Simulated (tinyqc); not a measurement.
Raman line shape of confined optical phonons and breathing modes of small crystals: one step, computed by the program tinyqc. Command: `OMP_NUM_THREADS=1 python tinyqc.py 3007036 3007037 out.jsonl confine walk`. One thread of a shared host (Intel(R) Xeon(R) Processor @ 2.30GHz), about 0.03 s of CPU time with the checks.

Confinement in 1 direction(s) lets phonons with q away from zero scatter light. q is in units of 2 pi/a, from 0 to 1, and the branch is isotropic: omega(q)^2 = (omega_0^2 + omega_X^2)/2 + ((omega_0^2 - omega_X^2)/2) cos(pi q). The model and its constant beta are phenomenological; beta = 8 is the common choice.

Problem. Intensity at one frequency. Weight W(q) = q^0 exp(-(2 L q/a)^2/(2 beta)) dq, that is exp(-k^2 L^2/(2 beta pi^2)) for k = 2 pi q/a. I(omega) = int W(q) / [(omega - omega(q))^2 + (Gamma_0/2)^2] dq / int W dq x (Gamma_0/2)^2, by 400 Gauss-Legendre points on 0 < q < min(1, 2.5 a sqrt(2 beta)/L). Bulk Lorentzian 1/(1 + (2 offset/Gamma)^2); mean shift = weighted mean of omega(q) less the bulk frequency.

Inputs (values chosen for the exercise, modelled on silicon): bulk frequency omega_0 = 520.9 1/cm; frequency at the zone boundary omega_X = 422 1/cm; natural width Gamma_0 = 3.3 1/cm; lattice constant a = 5.431 angstrom; size L = 2.8 nm; confinement constant beta = 4; probe offset omega - omega_0 = -7.6 1/cm.

Shape: film.

Give: I at the probe offset; bulk Lorentzian there; mean shift, from the weights.

Solution.

I at the probe offset = 0.17173

bulk Lorentzian there = 0.045013

mean shift, from the weights = -7.7407 1/cm
